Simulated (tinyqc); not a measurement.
# Changing the fraction x of B

Model: elastic strain and critical thickness of a cubic alloy layer A(1-x)B(x) on a thick substrate. Computed by tinyqc, a small Python program. Command: `OMP_NUM_THREADS=1 python tinyqc.py 3026567 3026568 out.jsonl misfit sweep`. One thread of a shared host (Intel(R) Xeon(R) Processor @ 2.30GHz), about 0.02 s of CPU time with the checks.

Strain is positive in tension. The layer is coherent with the substrate unless said otherwise.

Inputs (values chosen for the exercise, for a model alloy):
```
quantity                           value      unit
lattice constant a_A               5.653  angstrom
lattice constant a_B               5.451  angstrom
substrate lattice constant a_S     5.664  angstrom
layer thickness h                    270        nm
X-ray wavelength                1.540593  angstrom
start of the iteration h0/b           20         -
```

Growth plane: (001). Layer: uncapped. Misfit dislocation: 60-degree.

C11, C12, C44 of A (GPa): 106.7  55.92  64.39

C11, C12, C44 of B (GPa): 150.6  60.13  66.98

Method:
- a = (1 - x) a_A + x a_B, the same rule for each C_ij; misfit f = (a_S - a)/a, the in-plane strain of the coherent layer.
- (001): D = 2 C12/C11, M = C11 + C12 - 2 C12^2/C11. The free surface carries no normal stress, so e_perp = -D f; dV/V = 2 f + e_perp; stress = M f; energy per area = M f^2 h (1 GPa nm = 1 J/m^2).
- Reflection 004: d = a_perp/sqrt(16), with a_perp = a (1 + e_perp) for the coherent layer, a for the relaxed layer and a_S for the substrate; sin(theta) = lambda/(2 d).
- Voigt averages: G = (C11 - C12 + 3 C44)/5, B = (C11 + 2 C12)/3, nu = (3 B - 2 G)/(2 (3 B + G)); b = a/sqrt(2). The 60-degree dislocation has cos alpha = 1/2, and cos lambda = 1/2 on (001).
- Matthews-Blakeslee: h_c = A [ln(h_c/b) + 1], A = b (1 - nu cos^2 alpha)/(8 pi |f| (1 + nu) cos lambda), the factor 8 pi being that of an uncapped layer.
- Start at h0, put the right side back in, and stop when the change is below 1e-9 h or h turns negative.

One run for each value; columns: (1) fraction x of B; (2) misfit f; (3) in-plane stress (GPa); (4) critical thickness h_c (Matthews-Blakeslee) (nm); (5) peak separation of the coherent layer (arcsec); (6) biaxial modulus M (GPa):
```
(1)        (2)     (3)     (4)     (5)     (6)
0.04  0.003380  0.3601  40.639   924.1  106.53
0.13  0.006622  0.7426  17.593  1792.2  112.14
0.22  0.009885  1.1631  10.474  2650.0  117.66
0.32  0.013535  1.6742   6.869  3593.2  123.69
0.41  0.016843  2.1736   5.069  4434.6  129.05
0.50  0.020173  2.7099   3.912  5270.4  134.33
0.59  0.023524  3.2830   3.113  6101.5  139.56
0.68  0.026898  3.8928   2.532  6929.2  144.73
0.78  0.030673  4.6134   2.051  7845.9  150.41
0.87  0.034094  5.3006   1.718  8669.1  155.47
0.96  0.037537  6.0246   1.451  9491.6  160.49
```

Over the rows, misfit f rises from 0.00338 to 0.0375 (exponent d ln y / d ln x 0.57 between the first rows and 0.98 between the last); in-plane stress (GPa) rises from 0.360 to 6.02 (exponent d ln y / d ln x 0.61 between the first rows and 1.3 between the last); critical thickness h_c (Matthews-Blakeslee) (nm) falls from 40.6 to 1.45 (exponent d ln y / d ln x -0.71 between the first rows and -1.7 between the last). h_c |f| / 1 nm runs from 0.137 to 0.0545: it would be constant but for the logarithm and the drift of b and nu.

Caution (rows 0.500, 0.590, 0.680, 0.780, 0.870, 0.960): above about 2 % misfit, linear elasticity is rough and compressed layers tend to form islands before dislocations. Caution (rows 0.680, 0.780, 0.870, 0.960): a critical thickness of a few Burgers vectors is outside continuum elasticity and hangs on the core term.

Extremes, crossings and ranges named in words are read from the listed rows.
